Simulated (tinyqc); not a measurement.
What each parameter does: Gamma, L and X subbands of a thin body with non-parabolic valleys.

Hard walls, flat band, c = hbar^2/2m0, energies from the bulk Gamma edge. For a valley at angle theta to the normal 1/m_z = cos^2/ml + sin^2/mt and m_d = sqrt(ml mt^2/m_z). Subband n starts at E_v + e with e (1 + a e) = c (n pi/t)^2/m_z, and its density-of-states mass is taken as m_d (1 + 2 a e), without further growth at higher in-plane energy. Groups are named by valley and degeneracy.

n_i = g m/(2 pi c) kB T ln(1 + exp((EF - E_i)/kB T)), sum n_i = Ns (1e12/cm^2 = 1e-4/angstrom^2), c = hbar^2/2m0. Quantum capacitance Cq = 1602.176634 sum g m/(2 pi c) f_i in microfarad/cm^2 with f_i = 1/(1 + exp((E_i - EF)/kB T)); Cox = 34.5313/eot (one gate); C/Cox = Cq/(Cq + Cox), the centroid term left out.

Constants: hbar^2/2m0 = 3.80998211 eV angstrom^2; kB = 8.617333262e-05 eV/K.

Parameters, chosen for this exercise (near those of a thin Ge channel; shifted at random, so the results belong to these values and not to a real crystal):
```
symbol  value           unit         meaning
face    111                          surface
mG      0.0378          m0           Gamma mass
aG      1.04            1/eV         Gamma non-parabolicity
EL      -0.139          eV           L edge above Gamma
mL      (1.617, 0.084)  m0           L valleys (four, along <111>): ml, mt
EX      0.034           eV           X edge above Gamma
mX      (0.91, 0.188)   m0           Delta valleys (six, along <100>): ml, mt
aS      0.32            1/eV         non-parabolicity of L and X
Ns      3.9             x 1e12/cm^2  sheet density
T       300             K            temperature
eot     8               angstrom     equivalent oxide thickness
t       60              angstrom     body thickness
```

n = 1 to 8 of all groups.

Results for these values:
```
case,lowest edge (eV),EF (eV),Gamma share (%),C/Cox
base,-0.133,-0.097,0.0,0.794
```

What happens to each result for T = 250 K, all else kept?

Answer: lowest edge does not change at the printed digits; EF rises from -0.097 to -0.089; Gamma share does not change at the printed digits; C/Cox rises from 0.794 to 0.800.

The same for each parameter in turn:
```
case,lowest edge (eV),EF (eV),Gamma share (%),C/Cox
base,-0.133,-0.097,0.0,0.794
t = 68 angstrom,-0.134,-0.110,0.0,0.810
mG = 0.0435 m0,-0.133,-0.097,0.0,0.794
aG = 0.73 1/eV,-0.133,-0.097,0.0,0.794
EL = -0.189 eV,-0.183,-0.147,0.0,0.793
Ns = 5.85 x 1e12/cm^2,-0.133,-0.081,0.0,0.844
eot = 6 angstrom,-0.133,-0.097,0.0,0.743
T = 250 K,-0.133,-0.089,0.0,0.800
```

Computed by tinyqc, a small Python program: `OMP_NUM_THREADS=1 python tinyqc.py 1281454 1281455 out.jsonl` (the numbers bound the seed that draws the inputs); one thread of a shared host (Intel(R) Xeon(R) Processor @ 2.30GHz), about 0.06 s for the whole set of steps.
